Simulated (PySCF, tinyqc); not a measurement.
Inside a calculation. Method: MP2 on RHF in the sto-6g basis, for H4, spin multiplicity 1. The lowest restricted solution is unstable here: a spin-polarised one lies 0.0922 hartree lower (PySCF). One step of it, computed by the program tinyqc.

Problem. Second-order Moller-Plesset energy. E2 = sum_ijab (ia|jb) [2 (ia|jb) - (ib|ja)] / (e_i + e_j - e_a - e_b) over occupied i, j and virtual a, b; the opposite-spin part is (ia|jb)^2 / denominator, the rest is same-spin, and SCS-MP2 scales them by 6/5 and 1/3.

orbital energies (hartree): MO1 -0.679634, MO2 -0.218005, MO3 0.223020, MO4 0.787610

Two-electron integrals over orbitals (pq|rs), unique and non-zero (hartree):
```
(11|11) 0.525568   (21|21) 0.139487   (22|11) 0.511468   (22|22) 0.521068
(31|31) 0.133863   (32|32) 0.079588   (33|11) 0.510196   (33|22) 0.499396
(33|33) 0.519119   (41|32) 0.078956   (41|41) 0.078390   (42|31) 0.132511
(42|42) 0.145500   (43|21) 0.137595   (43|43) 0.151147   (44|11) 0.515360
(44|22) 0.522836   (44|33) 0.522546   (44|44) 0.545515
```

Hartree-Fock energy = -1.82757574 hartree

Give: Terms; Pair energies; MP2 correlation energy; SCS-MP2 correlation energy; MP2 total energy.

Solution.

Terms:
```
i  j  a  b  (ia|jb)  (ib|ja)  denominator     term
2  1  4  3   0.1325   0.0790      -1.9083  -0.0129
1  2  3  4   0.1325   0.0790      -1.9083  -0.0129
2  2  4  4   0.1455   0.1455      -2.0112  -0.0105
1  1  3  3   0.1339   0.1339      -1.8053  -0.0099
2  2  3  3   0.0796   0.0796      -0.8820  -0.0072
1  1  4  4   0.0784   0.0784      -2.9345  -0.0021
1  2  4  3   0.0790   0.1325      -1.9083  -0.0011
2  1  3  4   0.0790   0.1325      -1.9083  -0.0011
```

Pair energies (hartree; pair i-j sums ij and ji):
```
pair  opposite spin  same spin
1-1         -0.0120     0.0000
2-1         -0.0249    -0.0030
2-2         -0.0177     0.0000
```

MP2 correlation energy = -0.057670 hartree

SCS-MP2 correlation energy = -0.066599 hartree

MP2 total energy = -1.885246 hartree
